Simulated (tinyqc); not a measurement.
Charge control and current of a heterostructure field-effect transistor: one step, computed by the program tinyqc.

Two subbands in a triangular well; E_F is counted from the conduction band edge of the channel at the interface.

Problem. Threshold and barrier capacitance. Threshold V_T = phi_B - dE_c - sigma d/(eps eps_0) (in volts); C_b = eps eps_0/d.

Inputs (values chosen for the exercise, modelled on AlGaN/GaN):
```
quantity                                  value    unit
permittivity eps (barrier and channel)     9.57       -
barrier thickness d                          14      nm
Schottky barrier phi_B                      1.2      eV
conduction band offset dE_c                0.35      eV
polarisation charge sigma/e             1.2e+13  1/cm^2
```

Charge source: polarisation. Velocity law: smooth.

Constants: e = 1.602176634e-19 C; eps_0 = 8.8541878128e-12 F/m.

Give: threshold voltage V_T; barrier capacitance C_b.

Solution.

threshold voltage V_T = -2.327 V

barrier capacitance C_b = 0.6052 microfarad/cm^2

The device is normally on.
